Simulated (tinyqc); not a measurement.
Finite-size error of a charged defect in a periodic cell: Madelung and Makov-Payne terms: one step, computed by the program tinyqc.

L is the cube root of the cell volume. The defect charge is a Gaussian, rho(r) = q (2 pi sigma^2)^(-3/2) exp(-r^2/2 sigma^2), repeated periodically in a uniform neutralising background and screened by a continuum. The model cell energy is E(L) = E_0 + [periodic - isolated electrostatic energy].

Problem. Madelung energy. Ewald sum for a unit point charge: scale each Cartesian component of the cell by 1/sqrt(eps_i), giving R', G' and V'; E = [ (1/2) sum erfc(eta R')/R' + (2 pi/V') sum exp(-G'^2/4 eta^2)/G'^2 - eta/sqrt(pi) - pi/(2 V' eta^2) ] e^2/(4 pi eps_0) / sqrt(eps_x eps_y eps_z), over n_i = -6..6, omitting n = (0,0,0), eta = 2/V'^(1/3). alpha = -2 E eps_g L/(e^2/(4 pi eps_0)), eps_g = (eps_x eps_y eps_z)^(1/3).

Inputs (values chosen for the exercise, with screening close to that of GaP): charge q = 1 e; cell length L = 13.8 angstrom; dielectric constant eps = 10.8.

Supercell lattice: fcc. Screening: isotropic.

cell vectors (rows) (angstrom):
```
,1,2,3
1,0.00000,10.95307,10.95307
2,10.95307,0.00000,10.95307
3,10.95307,10.95307,0.00000
```

Constants: e^2/(4 pi eps_0) = 14.39964548 eV angstrom.

Give: terms for a unit charge; Madelung constant alpha; point-charge correction -q^2 E.

Solution.

terms for a unit charge (eV): real space 0.0008, reciprocal 0.0067, self -0.1090, background -0.0379

Madelung constant alpha = 2.888

point-charge correction -q^2 E = 0.1395 eV
